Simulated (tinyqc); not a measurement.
Inputs raised by 10 %, one at a time: two-sublattice mean-field magnet: ferrimagnet, compensation points and susceptibility. Computed by tinyqc, a small Python program. Command: `OMP_NUM_THREADS=1 python tinyqc.py 3004924 3004925 out.jsonl ferri sens`. One thread of a shared host (Intel(R) Xeon(R) Processor @ 2.30GHz), about 0.02 s of CPU time with the checks.

A random alloy A(1-x)B(x) with H = -sum over pairs J S_i.S_j. a = <S_A> and b = <S_B> are taken along z, a > 0. Exchange fields: h_A = (1 - x) zJ_AA a + x zJ_AB b, h_B = (1 - x) zJ_AB a + x zJ_BB b; a = S_A B_(S_A)(S_A h_A/(k_B T)) and likewise for b, with the Brillouin function B_S(y) = [(2S + 1)/(2S)] coth[(2S + 1) y/(2S)] - [1/(2S)] coth[y/(2S)].

Inputs (values chosen for the exercise, for a model ferrimagnet):

| quantity | value | unit |
|---|---|---|
| spin S_A | 2 | - |
| spin S_B | 3.5 | - |
| fraction x of B sites | 0.29 | - |
| z J_AA | 32.1 | meV |
| z J_BB | 2 | meV |
| z J_AB | -13 | meV |
| T over T_c | 0.54 | - |
| largest number of steps | 3000 | - |

Constants: k_B = 8.617333262e-05 eV/K.

Method. Linearised, T (a, b) = M (a, b) with M_ij = S_i (S_i + 1) c_j zJ_ij/(3 k_B), c_A = 1 - x, c_B = x. T_c is the larger eigenvalue, and its eigenvector gives b/a at onset, (T_c - M_AA)/M_AB. Repeat from a = S_A, b = -S_B until a and b change by less than 1e-10.

Runs:

| input moved | from | to | T_c (K) | a | b |
|---|---|---|---|---|---|
| base run | - | - | 614.0 | 1.789 | -2.406 |
| fraction x of B sites | 0.29 | 0.319 | 599.9 | 1.793 | -2.399 |
| z J_AA (meV) | 32.1 | 35.31 | 660.5 | 1.788 | -2.307 |
| z J_BB (meV) | 2 | 2.2 | 614.4 | 1.789 | -2.416 |
| z J_AB (meV) | -13 | -14.3 | 629.2 | 1.789 | -2.489 |
| T over T_c | 0.54 | 0.594 | 614.0 | 1.721 | -2.227 |

Exponents ln(y'/y) / ln(x'/x):

| input | T_c | a | b |
|---|---|---|---|
| fraction x of B sites | -0.244 | 0.023 | -0.030 |
| z J_AA | 0.767 | -0.005 | -0.442 |
| z J_BB | 0.008 | 0.000 | 0.041 |
| z J_AB | 0.257 | 0.001 | 0.357 |
| T over T_c | 0.000 | -0.408 | -0.812 |

To which inputs is each result most sensitive?

Among the inputs moved here: T_c answers most in size to z J_AA (exponent +0.767), next to z J_AB (+0.257); its exponent is below 0.0005 for T over T_c. a answers most in size to T over T_c (exponent -0.408), next to fraction x of B sites (+0.023); its exponent is below 0.0005 for z J_BB. b answers most in size to T over T_c (exponent -0.812), next to z J_AA (-0.442).

Extremes, crossings and ranges named in words are read from the listed rows.
